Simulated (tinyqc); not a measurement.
# Illuminated p-n diode, drift-diffusion by the Gummel loop with Scharfetter-Gummel fluxes: what changes with what

Abrupt junction at x = 0, p side from -Lp, n side to Ln, ohmic contacts. psi is counted from the intrinsic level; n = ni exp((psi - phin)/Vt), p = ni exp((phip - psi)/Vt). Contacts: p side psi = V - Vt ln(Na/ni), p = Na, n = ni^2/Na; n side psi = Vt ln(Nd/ni), n = Nd, p = ni^2/Nd. Constant mobilities, D = mu Vt, Boltzmann statistics, SRH recombination through a mid-gap level, U = (n p - ni^2)/(tp (n + ni) + tn (p + ni)). Current is positive from the p contact to the n contact.

Inputs (values chosen for the exercise); band and dielectric values those of a made-up semiconductor:
- T = 300 K (temperature)
- Eg = 0.92 eV (band gap)
- eps_r = 11.1 (relative permittivity)
- Nc = 2.91e19 cm^-3 (conduction-band density of states at T)
- Nv = 3.08e19 cm^-3 (valence-band density of states at T)
- Na = 6.5e17 cm^-3 (acceptor density of the p side)
- Nd = 1.6e16 cm^-3 (donor density of the n side)
- mun = 630 cm^2/(V s) (electron mobility)
- mup = 300 cm^2/(V s) (hole mobility)
- tn = 1e-10 s (SRH lifetime of electrons)
- tp = 1e-8 s (SRH lifetime of holes)
- Lp = 3.1 um (length of the p side)
- Ln = 0.81 um (length of the n side)
- G = 4e19 cm^-3 s^-1 (uniform generation rate)

Constants: q = 1.602176634e-19 C, kB = 1.380649e-23 J/K, Vt = kB T/q, eps0 = 8.8541878128e-14 F/cm where lengths are in cm. Results are converted to the units shown.

Each table varies one quantity; the others keep the values above.

## Current against voltage in the dark

ni = sqrt(Nc Nv) exp(-Eg/(2 Vt)), Eg in volts. Poisson and both continuity equations are solved self-consistently with Scharfetter-Gummel fluxes on a graded mesh of 500 nodes. J_scr is q times the integral of U between -xp and xn. Ideal diffusion current J_id = q ni^2 [Dn coth(wp/Le)/(Le Na) + Dp coth(wn/Lh)/(Lh Nd)] (exp(V/Vt) - 1), Le = sqrt(Dn tn), Lh = sqrt(Dp tp), wp = Lp - xp, wn = Ln - xn, with xp and xn from the depletion approximation (W = sqrt(2 eps0 eps_r (Vbi - V)(1/Na + 1/Nd)/q), xp = W Nd/(Na + Nd), xn = W Na/(Na + Nd), Vbi = Vt ln(Na Nd/ni^2)). Ideality factor = 0.004 V/(Vt ln[J(V + 0.004 V)/J(V)]). Here G = 0.

In this table G = 0 cm^-3 s^-1.

Result of one run:

| V (V) | J (A/cm^2) | ideality factor | J_scr/J (%) | J_id (A/cm^2) | share recombining at the contacts (%) | larger minority/doping at -xp and xn |
|---|---|---|---|---|---|---|
| 0.17 | 0.00296 | 1.60 | 89.8 | 3.07e-4 | 9.19 | 1.28e-6 |

What becomes of these results when the bias of the p contact V is changed from 0.17 to 0.46 V, all else the same?

Result of the changed run:

| V (V) | J (A/cm^2) | ideality factor | J_scr/J (%) | J_id (A/cm^2) | share recombining at the contacts (%) | larger minority/doping at -xp and xn |
|---|---|---|---|---|---|---|
| 0.46 | 20.2 | 1.09 | 5.60 | 20.7 | 83.6 | 0.0704 |

The whole series:

| V (V) | J (A/cm^2) | ideality factor | J_scr/J (%) | J_id (A/cm^2) | share recombining at the contacts (%) | larger minority/doping at -xp and xn |
|---|---|---|---|---|---|---|
| 0.13 | 0.00111 | 1.54 | 94.2 | 6.57e-5 | 5.27 | 2.75e-7 |
| 0.17 | 0.00296 | 1.60 | 89.8 | 3.07e-4 | 9.19 | 1.28e-6 |
| 0.22 | 0.0100 | 1.54 | 79.5 | 0.00209 | 18.4 | 8.73e-6 |
| 0.27 | 0.0371 | 1.39 | 62.3 | 0.0143 | 33.8 | 5.93e-5 |
| 0.32 | 0.161 | 1.24 | 41.2 | 0.0971 | 52.6 | 4.00e-4 |
| 0.36 | 0.591 | 1.14 | 26.0 | 0.450 | 66.1 | 0.00182 |
| 0.41 | 3.37 | 1.08 | 12.7 | 3.06 | 77.7 | 0.0118 |
| 0.46 | 20.2 | 1.09 | 5.60 | 20.7 | 83.6 | 0.0704 |
| 0.51 | 111 | 1.22 | 2.34 | 140 | 85.4 | 0.334 |

J rises from 0.00111 to 111 A/cm^2; the ideality factor moves up and down between 1.08 and 1.60. Recombination in the depleted layer carries over half of the current up to V = 0.27 V, where the factor is 1.39; it grows roughly as exp(V/2 Vt), so diffusion overtakes it. Where the factor is lowest (V = 0.41 V), J is 10 % above the ideal diffusion current. From V = 0.51 V on the minority density at an edge of the layer exceeds a tenth of the doping, and in the last row J is 21 % below the ideal value.

## Solar-cell figures against the SRH lifetime of electrons

Jsc = -J(0), collected share Jsc/(q G (Lp + Ln)), estimate q G [W + Le tanh(wp/2 Le) + Lh tanh(wn/2 Lh)] at V = 0 with Le = sqrt(Dn tn), Lh = sqrt(Dp tp), W, wp = Lp - xp and wn = Ln - xn from the depletion approximation; J(Voc) = 0; Vmp maximises -J V; FF = Pmax/(Jsc Voc).

Solar-cell figures against the SRH lifetime of electrons:

| tn (s) | Jsc (mA/cm^2) | collected share (%) | estimate of Jsc (mA/cm^2) | Voc (V) | Vmp (V) | FF | Pmax (mW/cm^2) |
|---|---|---|---|---|---|---|---|
| 1e-10 | 0.585 | 23.3 | 0.590 | 0.105 | 0.0657 | 0.421 | 0.0258 |
| 1e-9 | 1.01 | 40.4 | 1.02 | 0.161 | 0.108 | 0.487 | 0.0792 |
| 1e-8 | 1.27 | 50.8 | 1.28 | 0.193 | 0.139 | 0.566 | 0.139 |
| 1e-7 | 1.31 | 52.4 | 1.32 | 0.204 | 0.151 | 0.613 | 0.164 |
| 1e-6 | 1.32 | 52.6 | 1.32 | 0.208 | 0.156 | 0.634 | 0.174 |

What does the table show?

As tn rises from 1e-10 to 1e-6, the collected share rises from 23.3 to 52.6 %, Voc rises from 0.105 to 0.208 V and FF rises from 0.421 to 0.634. The estimate of Jsc is within 0.87 % in all rows.

Numbers from tinyqc (`OMP_NUM_THREADS=1 python tinyqc.py 2240104 2240105 out.jsonl`; about 0.5 s on one thread of a shared Intel Xeon 2.30GHz).
